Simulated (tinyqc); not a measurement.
What each parameter does: valley splitting of a silicon quantum well in envelope theory.

The well lies at 0 < z < L; U(z) = V0 [1/(1 + exp(z/w)) + 1/(1 + exp((L - z)/w))] - e F z, 1 mV/nm = 1e-4 eV/angstrom. The envelope psi solves -(c/ml) psi'' + U psi = E psi, c = hbar^2/2m0, by three-point differences on a grid of 0.1 angstrom from -40 to L + 40 angstrom. The two valleys at +/- k0 couple through D = C0 times the integral of exp(-i q z) U(z) psi^2, q = 2 k0 (2 pi/a), and split by Ev = 2|D|.

Random alloy: with Y(z) = Yw + (Yb - Yw) B(z), B the bracket in U, and in-plane density exp(-r^2/ad^2)/(pi ad^2), D gains a random complex part of variance sigma^2 = (C0^2/pi)(a^2 V0/(8 ad (Yb - Yw)))^2 (4/a) times the integral of psi^4 Y (1 - Y). Alone it gives a mean splitting sqrt(pi) sigma; together with the smooth part the rms splitting is 2 sqrt(|D|^2 + sigma^2).

Constants: hbar^2/2m0 = 3.80998211 eV angstrom^2.

Inputs chosen for the exercise (near those of a strained Si well in SiGe; not measured data):
```
symbol  value  unit      meaning
L       38     angstrom  well width
V0      0.16   eV        conduction offset
ml      0.909  m0        mass along z
w       0.9    angstrom  interface width parameter
F       4.4    mV/nm     field pressing towards the upper interface
k0      0.829  2 pi/a    valley position
a       5.431  angstrom  lattice constant
C0      0.253            Bloch overlap factor
Yb      0.27             Ge share of the barrier
Yw      0                Ge share of the well
ad      180    angstrom  dot radius
```

Orbital spacing, psi^2 at z = L, the smooth splitting and sigma; V0 is held fixed when Yw changes. Each row changes one parameter from the base and keeps the others.

Results:
```
case               E2 - E1 (meV)  psi^2(L) (1e-3/angstrom)  2|D| (micro-eV)  sigma (micro-eV)
base                       52.25                     5.736            15.97               7.5
ad = 220 angstrom          52.25                     5.736            15.97               6.1
Yw = 0.03                  52.25                     5.736            15.97              50.8
L = 44 angstrom            42.29                     4.492             7.30               5.6
V0 = 0.2 eV                55.65                     4.756            15.52               7.9
w = 1.17 angstrom          52.87                     5.598             3.25               8.6
F = 6.6 mV/nm              52.60                     6.552            17.05               8.0
k0 = 0.809 2 pi/a          52.25                     5.736             6.66               7.5
C0 = 0.304                 52.25                     5.736            19.19               9.0
```

The largest shifts from the base row, up to three for each result and ties (the steps differ in size, so this ranks the rows, not the parameters). E2 - E1 (meV): L -9.96, V0 +3.40, w +0.62; unchanged at the printed digits by ad, Yw, k0 and C0. psi^2(L) (1e-3/angstrom): L -1.245, V0 -0.980, F +0.815; unchanged at the printed digits by ad, Yw, k0 and C0. 2|D| (micro-eV): w -12.72, k0 -9.31, L -8.67; unchanged at the printed digits by ad and Yw. sigma (micro-eV): Yw +43.4, L -1.9, C0 +1.5; unchanged at the printed digits by k0.

(tinyqc, `OMP_NUM_THREADS=1 python tinyqc.py 1252265 1252266 out.jsonl`, Intel(R) Xeon(R) Processor @ 2.30GHz, 1 thread, shared host, about 0.1 s.)
